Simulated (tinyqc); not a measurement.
## Insulator thickness and V0 from two charges

Problem. In an undoped wire Vg - V0 = Q/Cox + Vt ln(Q/Q0) + Vt ln(1 + Q/Q0) at the source, with Q0 = 4 eps0 eps_r Vt/R and Cox = eps0 eox/(R ln(1 + tox/R)). Find Cox, tox and V0.

Parameters, values chosen for the exercise; material values close to those of germanium:
- T = 300 K (temperature)
- eps_r = 16 (relative permittivity of the semiconductor)
- eox = 23.8 (relative permittivity of the gate insulator)
- R = 20 nm (wire radius)

Constants: q = 1.602176634e-19 C, kB = 1.380649e-23 J/K, Vt = kB T/q, eps0 = 8.8541878128e-14 F/cm where lengths are in cm. Results are converted to the units shown.

Qs at Vg = 0.43 and 0.83 V (nC/cm^2): 819.20193  2421.4909

Answer. The two equations are linear in 1/Cox and V0; tox follows by inverting the logarithm.

Cox = 4.639 uF/cm^2
tox = 5.100 nm
V0 = 0.1264 V

Numbers from tinyqc (`OMP_NUM_THREADS=1 python tinyqc.py 2460049 2460050 out.jsonl`; about 0.02 s on one thread of a shared Intel Xeon 2.30GHz).
